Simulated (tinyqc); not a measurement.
Three-phonon processes in a diatomic chain: dispersion, energy and momentum conservation, and decay channels of optical phonons: one step, computed by the program tinyqc. Command: `OMP_NUM_THREADS=1 python tinyqc.py 3120080 3120081 out.jsonl threeph walk`. One thread of a shared host (Intel(R) Xeon(R) Processor @ 2.30GHz), about 0.05 s of CPU time with the checks.

Cell length a, two atoms, one spring constant. x = q a/pi runs from -1 to 1; A and O are the acoustic and optical branches. Matrix elements are not computed: only conservation laws and occupation factors are followed.

Task: Band edges. omega^2 = k (1/m + 1/M) -/+ k sqrt((1/m + 1/M)^2 - 4 sin^2(pi x/2)/(m M)); nu = 15.6333042 THz x sqrt(omega^2) for eV/(angstrom^2 u). Acoustic top sqrt(2 k/M), optical bottom sqrt(2 k/m), optical top sqrt(2 k (1/m + 1/M)).

Inputs (values chosen for the exercise, for a model chain): light mass m = 10.8 u; heavy mass M = 43.3 u; spring constant k = 14 eV/angstrom^2.

Constants: nu for 1 eV/(angstrom^2 u) = 15.6333042 THz.

Give: acoustic top; optical bottom; optical top; optical top over twice the acoustic top; optical bottom over twice the acoustic top; optical width over acoustic top.

Result:

acoustic top = 12.57 THz

optical bottom = 25.17 THz

optical top = 28.14 THz

optical top over twice the acoustic top = 1.119

optical bottom over twice the acoustic top = 1.001

optical width over acoustic top = 0.2358

The zone-centre optical phonon lies above twice the acoustic top (M/m > 3), so its decay into two acoustic phonons is forbidden; at M/m > 4 energy alone forbids it for every optical phonon.
